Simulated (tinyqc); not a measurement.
## One electron in a tunnel-coupled double dot: charge qubit, sensing and quantum capacitance: peak signal against tunnel coupling

Basis (left, right), H = [[ep/2, tc], [tc, -ep/2]], splitting Om = sqrt(ep^2 + 4 tc^2), ep = al times the gate voltage. In equilibrium the electron is on the right with the chance P_R = [1 + (ep/Om) tanh(Om/2 kB T)]/2.

At ep = 0: q^2 al^2 dP_R/d(ep) splits into Cq = q^2 al^2 (2 tc^2/Om^3) tanh(Om/2 kB T) and Ct = q^2 al^2 (ep/Om)^2/(4 kB T cosh^2(Om/2 kB T)); Ct appears only if relaxation is faster than the drive. A resonator of frequency f0, capacitance Cp and quality factor Q shifts by df = -f0 Cq/(2 Cp) and its phase by -2 Q Cq/Cp. The slope dP_R/d(ep) there is tanh(tc/kB T)/(4 tc).

Values chosen for this exercise: electron temperature T = 0.2 K; lever arm of the gate on the detuning al = 0.38 eV/V; resonator frequency f0 = 449 MHz.

Constants: q = 1.602176634e-19 C, kB = 1.380649e-23 J/K, h = 6.62607015e-34 J s, Vt = kB T/q. Results are converted to the units shown.

Peak signal against tunnel coupling:

| tc (ueV) | tc/kB T | Cq (aF) | slope (1/ueV) | 2 tc/h (GHz) |
|---|---|---|---|---|
| 2 | 0.1160 | 334.1 | 0.01444 | 0.9672 |
| 4.1 | 0.2379 | 329.4 | 0.01424 | 1.983 |
| 8.1 | 0.4700 | 312.9 | 0.01352 | 3.917 |
| 16 | 0.9284 | 263.8 | 0.01140 | 7.738 |
| 33 | 1.915 | 167.8 | 0.007254 | 15.96 |
| 66 | 3.829 | 87.55 | 0.003784 | 31.92 |
| 130 | 7.543 | 44.49 | 0.001923 | 62.87 |
| 270 | 15.67 | 21.42 | 9.259e-4 | 130.6 |

What does the comparison show?

The peak Cq falls from 334 to 21.4 aF: it levels off at q^2 al^2/(4 kB T) = 336 aF for weak coupling and goes as tc^(-1.00) between the last two rows. Below tc of about kB T the slope measures temperature rather than coupling. For tc = 2 2 tc/h is less than three times the drive frequency f0, so the electron cannot follow adiabatically.

Computed by the program tinyqc: `OMP_NUM_THREADS=1 python tinyqc.py 2470035 2470036 out.jsonl`, one thread of a shared Intel Xeon 2.30GHz, about 0.01 s for the whole run.
